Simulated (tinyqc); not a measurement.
From results back to parameters: four-band model of biased bilayer graphene near K. Five cases, with inputs chosen for the exercise.

Problem. With g1 the hopping between the dimer sites, v0 the velocity of one layer (hbar v) and no skew hoppings, the direct gap at K is U and the smallest gap is U g1/sqrt(U^2 + g1^2), on a ring of radius (U/2 v0) sqrt((2 g1^2 + U^2)/(g1^2 + U^2)). The values below come from hidden g1 and v0.

Find: g1; v0.

Method. 1/gap^2 = 1/U^2 + 1/g1^2 gives g1; the radius then gives v0.

Case 1.

Values chosen (out of a larger set: near those used for Bernal bilayer graphene; not measured data): U = 0.39 eV (potential difference of the layers).

smallest gap = 0.2637327 eV
radius = 0.0378408 1/angstrom

Solution.

g1 = 0.358 eV
v0 = 6.221 eV angstrom

Case 2.

Values chosen (out of a larger set: near those used for Bernal bilayer graphene; not measured data): U = 0.35 eV (potential difference of the layers).

smallest gap = 0.2519579 eV
radius = 0.0365394 1/angstrom

Solution.

g1 = 0.363 eV
v0 = 5.901 eV angstrom

Case 3.

Values chosen (out of a larger set: near those used for Bernal bilayer graphene; not measured data): U = 0.35 eV (potential difference of the layers).

smallest gap = 0.2622499 eV
radius = 0.0361422 1/angstrom

Solution.

g1 = 0.396 eV
v0 = 6.050 eV angstrom

Case 4.

Values chosen (out of a larger set: near those used for Bernal bilayer graphene; not measured data): U = 0.24 eV (potential difference of the layers).

smallest gap = 0.2008631 eV
radius = 0.0235420 1/angstrom

Solution.

g1 = 0.367 eV
v0 = 6.647 eV angstrom

Case 5.

Values chosen (out of a larger set: near those used for Bernal bilayer graphene; not measured data): U = 0.05 eV (potential difference of the layers).

smallest gap = 0.0495920 eV
radius = 0.0052138 1/angstrom

Solution.

g1 = 0.389 eV
v0 = 6.753 eV angstrom

Computed by tinyqc, one run a case: `OMP_NUM_THREADS=1 python tinyqc.py N N+1 out.jsonl` with N = 1481661, 1481664, 1481828, 1482129, 1482293; one thread of a shared Intel(R) Xeon(R) Processor @ 2.30GHz, about 0.08 s a run at most.
